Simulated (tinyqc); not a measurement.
# Elastic trap-assisted tunnelling through a dielectric: effect of the trap depth

Emitter at x = 0 (Fermi level 0), collector at x = t (Fermi level -V), band edge U(x) = phi - F x, F = V/t. A trap at x has the energy E = U(x) - Et. With G(u) = (4/(3 F)) sqrt(mo/C) max(u, 0)^1.5, C = hbar^2/(2 m0): S1 = G(phi - E) - G(Et), S2 = G(Et) - G(phi - V - E), T1,2 = exp(-S1,2). The steady rate through one trap is nu T1 T2 (f1 - f2)/(T1 + T2), f1 = f(E), f2 = f(E + V), f(y) = 1/(1 + exp(y/Vt)); both contacts offer states at E.

J = q Nt times the integral of the rate over x. Direct S = (4/(3 F)) sqrt(mo/C) [phi^1.5 - max(phi - V, 0)^1.5].

Inputs (values chosen for the exercise); dielectric values close to those of silicon dioxide: temperature T = 350 K; barrier above the emitter Fermi level phi = 3.08 eV; tunnelling mass mo = 0.49 m0; thickness t = 4.2 nm; trap density Nt = 6.8e18 cm^-3; attempt frequency nu = 1e14 1/s; voltage V = 3.16 V.

Constants: q = 1.602176634e-19 C, kB = 1.380649e-23 J/K, hbar = 1.054571817e-34 J s, m0 = 9.1093837015e-31 kg, Vt = kB T/q, hbar^2/(2 m0) = 0.0380998212 eV nm^2. Results are converted to the units shown.

The same in every row: direct S = 34.4.

Effect of the trap depth:
```
Et (eV)	J (A/cm^2)	x of the peak over t	larger S there
1.39	5.45e-5	0.535	23.9
1.64	0.00102	0.456	21.0
1.89	0.0175	0.380	18.0
2.14	0.0121	0.363	19.6
2.39	0.00175	0.392	21.5
2.64	2.88e-4	0.407	23.0
2.89	6.05e-5	0.418	24.4
3.14	1.50e-5	0.426	25.6
3.39	4.18e-6	0.433	26.8
```

Read the table: what changes, and by how much?

J goes from 5.45e-5 through a maximum of 0.0175 (at Et = 1.89 eV among the rows listed) to 4.18e-6 A/cm^2. Shallow traps near the emitter lie above its Fermi level and stay empty, while deep traps face higher barriers, so a middle depth conducts best.

Range of the model: Phonon-assisted (inelastic) capture, chains of traps and a spread of trap depths are left out.

Numbers from tinyqc (`OMP_NUM_THREADS=1 python tinyqc.py 2370016 2370017 out.jsonl`; about 0.03 s on one thread of a shared Intel Xeon 2.30GHz).
